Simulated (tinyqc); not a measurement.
Which input was changed? Model: trap-assisted generation and recombination current of an abrupt junction. Computed by tinyqc, a small Python program. Command: `OMP_NUM_THREADS=1 python tinyqc.py 3021428 3021429 out.jsonl junctionleak which`. One thread of a shared host (Intel(R) Xeon(R) Processor @ 2.30GHz), about 0.2 s of CPU time with the checks.

Depletion approximation, flat quasi-Fermi levels across the depleted layer, long neutral regions with minority lifetimes tau_n and tau_p, full ionisation and Boltzmann statistics. Voltages in exponents stand for e V.

Inputs (values chosen for the exercise, with bands and screening modelled on InP):

| quantity | value | unit |
|---|---|---|
| gap E_g | 1.38 | eV |
| electron mass m_e | 0.082 | m_0 |
| valleys M_c | 1 | - |
| hole mass m_h | 0.585 | m_0 |
| dielectric constant eps | 12 | - |
| acceptor density N_A | 1.8e+17 | cm^-3 |
| donor density N_D | 4.4e+17 | cm^-3 |
| capture time tau_n | 7.1e-07 | s |
| capture time tau_p | 5.9e-05 | s |
| trap level E_t - E_i | 0 | eV |
| electron diffusion coefficient D_n | 12 | cm^2/s |
| hole diffusion coefficient D_p | 4.9 | cm^2/s |
| forward bias V | 0.5 | V |
| reverse bias V_r | 7.8 | V |
| temperature T | 400 | K |
| tunnelling mass m_t | 0.2 | m_0 |

Field enhancement: Hurkx tunnelling factor.

Constants: k_B = 8.617333262e-05 eV/K; m_0 = 9.1093837015e-31 kg; k_B = 1.380649e-23 J/K; h = 6.62607015e-34 J s; e = 1.602176634e-19 C; eps_0 = 8.8541878128e-12 F/m; hbar = 1.054571817e-34 J s.

Method:
- N_c = 2 M_c (2 pi m_e k_B T/h^2)^(3/2) and N_v = 2 (2 pi m_h k_B T/h^2)^(3/2), masses in units of m_0.
- n_i = sqrt(N_c N_v) exp(-E_g/2 k_B T); V_bi = (k_B T/e) ln(N_A N_D/n_i^2); diffusion saturation current J_d0 = e n_i^2 [sqrt(D_n/tau_n)/N_A + sqrt(D_p/tau_p)/N_D].
- W = sqrt(2 eps eps_0 (V_bi - V)(1/N_A + 1/N_D)/e), x_p = W N_D/(N_A + N_D), x_n = W - x_p, peak field F_m = 2 (V_bi - V)/W; reverse bias means V = -V_r.
- Both capture times are divided by 1 + Gamma, Gamma = 2 sqrt(3 pi) (F/F_G) exp((F/F_G)^2), F_G = sqrt(24 m_t (k_B T)^3)/(e hbar) (the low-field Hurkx form), F being the local field, linear in x from 0 at the edges to F_m.
- Potential from the p edge: phi = (V_bi - V) x^2/(x_p W) on the p side and (V_bi - V)[1 - (W - x)^2/(x_n W)] on the n side; p = N_A exp(-phi/k_B T), n = n_i^2 exp(V/k_B T)/p; U = (n p - n_i^2)/[tau_p (n + n_i exp(dE/k_B T)) + tau_n (p + n_i exp(-dE/k_B T))], dE = E_t - E_i, n1 = n_i exp(dE/k_B T), p1 = n_i exp(-dE/k_B T); J_t = e int U dx by the trapezoid rule on 400 intervals on each side.
- Generation lifetime tau_g = tau_p exp(dE/k_B T) + tau_n exp(-dE/k_B T); textbook estimate e n_i W/tau_g; generation current J_g = -J_t; total = J_g + J_d0 (1 - exp(-V_r/k_B T)).
- Total J = J_t + J_d0 (exp(V/k_B T) - 1); ideality n = (e/k_B T) dV/d ln J, central difference of 1 mV.

Question. One of these inputs alone was changed, within the range given: donor density N_D (2.2e+17 to 8.8e+17); capture time tau_n (3.55e-07 to 1.42e-06); capture time tau_p (2.95e-05 to 0.000118); tunnelling mass m_t (0.1 to 0.4). Which one, and to what value?

Results:

| run | generation current (A/cm^2) | peak field F_m (V/cm) | total forward current (A/cm^2) |
|---|---|---|---|
| before | 5.073146e-09 | 588759.7 | 8.065909e-07 |
| after | 4.966788e-09 | 580288.9 | 8.079395e-07 |

Answer.

Each candidate set to reproduce generation current, and what it then gives:

| candidate | range searched | value needed | peak field F_m (V/cm) | total forward current (A/cm^2) |
|---|---|---|---|---|
| donor density N_D (cm^-3) | 2.2e+17 to 8.8e+17 | 4.000e17 | 5.8029e+05 | 8.0794e-07 |
| capture time tau_n (s) | 3.55e-07 to 1.42e-06 | out of reach | - | - |
| capture time tau_p (s) | 2.95e-05 to 0.000118 | 6.028e-5 | 5.8876e+05 | 8.0306e-07 |
| tunnelling mass m_t (m_0) | 0.1 to 0.4 | 0.2035 | 5.8876e+05 | 8.0476e-07 |

Only donor density N_D fits every result: it went from 4.4e+17 to 4.00e17 cm^-3. The next best candidate, tunnelling mass m_t, misses one result by 1.5 %.

Caution: one side is doped near or above its effective density of states, so Boltzmann statistics understate V_bi. Caution: at such a field avalanche multiplication or band-to-band tunnelling, left out here, may dominate the reverse current.
